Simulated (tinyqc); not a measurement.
Density and mobility of a removed layer (differential Hall).

Inverse problem. For layers in parallel the sheet conductance g = 1/Rs and the product g mu_H (mu_H signed, unit Hall factors) are additive. Find the sheet density and mobility of the layer that was removed, and its share of the conductance.

Constants: q = 1.602176634e-19 C. Results are converted to the units shown.

Rs before and after removing the top layer (ohm/square): [839.47667, 3450.2538]
apparent mobility before and after, signed (cm^2/(V s)): [601.89778, 670]

Solution. The differences give g1 = q n mu and g1 mu = q n mu^2; their ratio is mu and g1^2/(q g1 mu) is n.

sheet density = 9.700e12 cm^-2
mobility = 580.0 cm^2/(V s)
share of the conductance = 75.67 %

tinyqc, about 0.01 s, one thread, Intel Xeon 2.30GHz (shared host): `OMP_NUM_THREADS=1 python tinyqc.py 2850113 2850114 out.jsonl`
